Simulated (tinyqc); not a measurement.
Two mixing rules: virtual-crystal alloy in the empirical-pseudopotential method.

Empirical pseudopotential on the fcc lattice, atoms at +/- tau, tau = a (1,1,1)/8, no spin-orbit coupling. H(G,G') = c (2 pi/a)^2 |k + G|^2 delta + VS(q) cos(q.tau) + i VA(q) sin(q.tau), q = G - G', c = hbar^2/2m0; k and G in units of 2 pi/a; VS at |q|^2 = 3, 8, 11 and VA at 3, 4, 11, in rydberg, zero elsewhere. At each k the basis holds all G with |k + G|^2 up to 16; energies are counted from the fourth level at Gamma.

Virtual crystal A(1-x)B(x): a = (1 - x) a_A + x a_B. Rule linear: V = (1 - x) V_A + x V_B. Rule volume: V = [(1 - x) a_A^3 V_A + x a_B^3 V_B]/a^3, since a form factor is an atomic potential divided by the cell volume.

Constants: hbar^2/2m0 = 3.80998211 eV angstrom^2; Ry = 13.60569312 eV.

Parameters, chosen for this exercise (classic local form factors of the size used for Si (A) and Ge (B), which place X and L only to a few tenths of an eV; the results hold for these values, not for the real material): a = (5.422, 5.66) angstrom (lattice constants of A, B); VSA = (-0.208, 0.04, 0.081) Ry (symmetric form factors of A); VAA = (0, 0, 0) Ry (antisymmetric form factors of A); VSB = (-0.225, 0.009, 0.059) Ry (symmetric form factors of B); VAB = (0, 0, 0) Ry (antisymmetric form factors of B).

Gaps from the valence top to the fifth band at Gamma, at L = (1/2,1/2,1/2) and at the lowest of k = (f,0,0), f = 0.70, 0.75, ..., 1.00. Both rules agree at the ends.

Gaps (eV):
```
x     Gamma, linear  Delta/X, linear  L, linear  Gamma, volume  Delta/X, volume  L, volume
0.25          3.326            0.761      1.596          3.260            0.759      1.570
0.50          2.632            0.794      1.351          2.543            0.790      1.315
0.75          1.916            0.821      1.092          1.849            0.818      1.065
```

What can be read from this table?

At x = 0.5 the volume rule moves Gamma by -88 meV, Delta/X by -4 meV and L by -36 meV, that is the bowing by -4 times these; the lattice constants differ by 4.4 %, and the rules would coincide for equal ones.

Program tinyqc; command `OMP_NUM_THREADS=1 python tinyqc.py 1050294 1050295 out.jsonl`; about 0.2 s on one thread of a shared Intel(R) Xeon(R) Processor @ 2.30GHz.
